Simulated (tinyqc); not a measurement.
# Thin-body transistor below threshold, two-dimensional Poisson equation on a small mesh: choice of the relaxation factor

A thin body on a thick buried insulator of low permittivity, taken as carrying no normal field at the bottom of the body (row 0). Mobile charge is neglected (subthreshold), the body is fully depleted, and potentials are counted from the intrinsic level; rows run upward to the gate, columns from source to drain.

Mesh: rows i = 0..2 in the semiconductor (step hs = tb/2, row 2 on the interface), then 1 step(s) ho = tox/1 up to the gate row 3; columns j = 0..4 (step hy = L/4). Box integration, divided by eps0: up_i = eps hy/h of the interval above row i, dn_i = that of the interval below (0 for row 0), lat_i = (sum of eps h/2 over the intervals above and below)/hy, s_i = -q Na w_i hy/eps0 with w_i the semiconductor height of the box (hs/2 for row 0 and the interface row, hs between, 0 in the insulator). Each free node obeys (up + dn + 2 lat) psi = up psi(above) + dn psi(below) + lat [psi(left) + psi(right)] + s. Fixed values: gate row Vg - Vfb; column 0 at Vbi and the last column at Vbi + Vd in the semiconductor, each running linearly to Vg - Vfb across the insulator. Sweeps go row by row from row 0, left to right, psi(new) = psi + omega (t - psi) with t the value that solves the node equation for the newest neighbours; free nodes start at zero; stop when the largest change is below 1e-7 V.

Inputs (values chosen for the exercise); semiconductor permittivity made up:

| symbol | value | unit | meaning |
|---|---|---|---|
| eps_r | 13.1 |  | relative permittivity of the semiconductor |
| eox | 25 |  | relative permittivity of the insulator |
| tb | 3 | nm | body thickness |
| tox | 7.1 | nm | insulator thickness |
| L | 28 | nm | channel length |
| Na | 0 | cm^-3 | acceptor density of the depleted body |
| Vbi | 0.57 | V | potential of the source |
| Vfb | 0.13 | V | gate offset |
| Vg | 0.1 | V | gate voltage |
| Vd | 0.5 | V | drain voltage |

Constants: q = 1.602176634e-19 C, eps0 = 8.8541878128e-14 F/cm where lengths are in cm. Results are converted to the units shown.

Choice of the relaxation factor:

| omega | sweeps |
|---|---|
| 1 | 70 |
| 1.1 | 57 |
| 1.2 | 46 |
| 1.3 | 35 |
| 1.4 | 23 |
| 1.5 | 24 |
| 1.6 | 32 |
| 1.7 | 44 |
| 1.8 | 70 |
| 1.9 | 145 |

Gauss-Seidel (omega = 1) takes 70 sweeps; the fewest, 23, are at omega = 1.4, and omega = 1.9 takes 145. The Jacobi matrix of this mesh has spectral radius rho = 0.9051, so theory puts the best factor at 2/(1 + sqrt(1 - rho^2)) = 1.40.

Numbers from tinyqc (`OMP_NUM_THREADS=1 python tinyqc.py 2480171 2480172 out.jsonl`; about 0.1 s on one thread of a shared Intel Xeon 2.30GHz).
